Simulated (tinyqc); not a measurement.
## Inverter chain driving a load

N inverters, each f = Hc^(1/N) times larger than the one before: delay tau N (f + pp). Switched capacitance in units of the first input, with output capacitance pp times the input: Hc + (1 + pp)(Hc - 1)/(f - 1).

Parameters, values chosen for the exercise:
```
symbol  value  unit                                       meaning
Hc        690        load over the input capacitance of the chain
pp          0                      parasitic delay of an inverter
tau       3.3    ps                                    delay unit
```

Results:

| N | f | delay (ps) | switched capacitance |
|---|---|---|---|
| 4 | 5.125 | 67.65 | 857.0 |
| 6 | 2.973 | 58.86 | 1039 |
| 7 | 2.544 | 58.77 | 1136 |
| 8 | 2.264 | 59.77 | 1235 |
| 9 | 2.067 | 61.40 | 1335 |
| 10 | 1.923 | 63.45 | 1437 |
| 11 | 1.812 | 65.76 | 1539 |

Estimate the missing row, N = 5.

Computed row:

| N | f | delay (ps) | switched capacitance |
|---|---|---|---|
| 5 | 3.696 | 60.99 | 945.5 |

With this row back in the table: The delay goes from 67.7 through a minimum of 58.8 (at N = 7 among the rows listed) to 65.8 ps. The best stage effort solves pp + rho (1 - ln rho) = 0, rho = 2.72, which gives N = ln Hc/ln rho = 6.54. One stage fewer than the best costs 0.15 % in delay and saves 8.5 % of the switched capacitance.

tinyqc, about 0.01 s, one thread, Intel Xeon 2.30GHz (shared host): `OMP_NUM_THREADS=1 python tinyqc.py 2082066 2082067 out.jsonl`
